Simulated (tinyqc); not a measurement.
Worked calculation: Hubbard chain of 2 sites. One step of it, computed by the program tinyqc.

Task: The many-body Hamiltonian. Basis: all placements (u, d, 2, 0 on each site), up operators ordered before down ones; hops carry the sign of the same-spin electrons passed.

one-body matrix (hopping and site energies) (eV), order 1, 2:
```
[[-0.640000, -1.860000],
 [-1.860000, 0.500000]]
```

U = 7.200000 eV

electrons, up and down: [1, 1]

Give: H.

Result:

H (eV), order 20, ud, du, 02:
```
[[5.9200, -1.8600, -1.8600, 0.0000],
 [-1.8600, -0.1400, 0.0000, -1.8600],
 [-1.8600, 0.0000, -0.1400, -1.8600],
 [0.0000, -1.8600, -1.8600, 8.2000]]
```
